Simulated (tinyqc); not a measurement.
RHF in the 6-311g basis, for HeH+, spin multiplicity 1, step by step (part 2 of 2). Computed by tinyqc, a small Python program that keeps every step (integrals from PySCF). Command: `OMP_NUM_THREADS=1 python tinyqc.py 27948 27949 out.jsonl` (the two numbers bound the seeds that draw the settings). One thread of a shared host (Intel(R) Xeon(R) Processor @ 2.60GHz), about 0.1 s of CPU time with the checks.

Geometry (angstrom):

| atom | x | y | z |
|---|---|---|---|
| He | 0.000000 | 0.000000 | 0.000000 |
| H | 0.000000 | 0.000000 | 1.406000 |

## Convergence

Stop when the energy changes by less than 1e-08 hartree and every element of the error matrix X^T (F D S - S D F) X is below 3e-05.

Course of the cycle:

| iteration | E (hartree) | change | largest element of the error matrix |
|---|---|---|---|
| 1 | -2.32265804 | - | 1.12e-01 |
| 2 | -2.86401439 | -5.41e-01 | 1.26e-01 |
| 3 | -2.87340884 | -9.39e-03 | 9.76e-03 |
| 4 | -2.87364699 | -2.38e-04 | 2.36e-03 |
| 5 | -2.87366284 | -1.59e-05 | 2.36e-04 |
| 6 | -2.87366301 | -1.67e-07 | 3.31e-05 |
| 7 | -2.87366301 | -2.51e-09 | 5.60e-07 |

PySCF RHF in the same basis = -2.87366301 hartree

Converged in 7 iterations.

## Populations, bond orders and dipole

D after iteration 7, lower triangle:
```
           1He 1s     1He 2s     1He 3s      2H 1s      2H 2s     2H 3s
1He 1s   0.134672
1He 2s   0.256168   0.487273
1He 3s   0.186641   0.355021   0.258663
2H 1s    0.017997   0.034233   0.024941   0.002405
2H 2s    0.047517   0.090385   0.065854   0.006350   0.016766
2H 3s   -0.001261  -0.002398  -0.001747  -0.000168  -0.000445  0.000012
```

overlap S, lower triangle:
```
          1He 1s    1He 2s    1He 3s     2H 1s     2H 2s     2H 3s
1He 1s  1.000000
1He 2s  0.680472  1.000000
1He 3s  0.328596  0.751574  1.000000
2H 1s   0.001396  0.025514  0.145587  1.000000
2H 2s   0.048004  0.157051  0.367282  0.706377  1.000000
2H 3s   0.089712  0.251157  0.523326  0.373664  0.788963  1.000000
```

Mulliken: Z minus the diagonal of D S on the atom; Loewdin: the same with S^(1/2) D S^(1/2); Mayer order: 2 sum_s sum (D(s) S)_ij (D(s) S)_ji over the two atoms.

Charges (e):

| atom | Mulliken | Loewdin |
|---|---|---|
| 1He | 0.070889 | 0.120698 |
| 2H | 0.929111 | 0.879302 |

Mayer bond orders:

| pair | order |
|---|---|
| 2-1 | 0.136753 |

dipole moment about the origin, x y z (debye): 0.000000  0.000000  6.284205
